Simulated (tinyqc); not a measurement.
Chip with leakage that grows with temperature, electro-thermal loop and runaway: one step of the calculation.

One temperature T for the device, T = T0 + Rth P(T), with P(T) = Pd + Pl (T/300 K)^2 exp[(q Ea/kB)(1/(300 K) - 1/T)]. The loop gain is Rth dP/dT; a solution is thermally stable when it is below one.

Task. Loop gain and effective thermal resistance. P(T) = Pd + Pl (T/300 K)^2 exp[(q Ea/kB)(1/(300 K) - 1/T)]; P'(T) = (P - Pd)(2/T + q Ea/(kB T^2)); G = Rth P'. A small change of T0 changes T by 1/(1 - G) times as much.

Values chosen for this exercise:

| symbol | value | unit | meaning |
|---|---|---|---|
| Pd | 11 | W | temperature-independent switching power |
| Pl | 0.0081 | W | leakage power at 300 K |
| Ea | 0.49 | eV | activation energy of the leakage |
| Rth | 3.9 | K/W | thermal resistance |

Constants: q = 1.602176634e-19 C, kB = 1.380649e-23 J/K. Results are converted to the units shown.

converged T = 386.55520 K

Give: P; G; dT/dT0.

Result.

P = 11.937 W
G = 0.15801
dT/dT0 = 1.1877

The feedback is positive: heating raises the power. A second, unstable solution lies at 479.1 K; above it the temperature runs away.

tinyqc, about 0.01 s, one thread, Intel Xeon 2.30GHz (shared host): `OMP_NUM_THREADS=1 python tinyqc.py 2520051 2520052 out.jsonl`
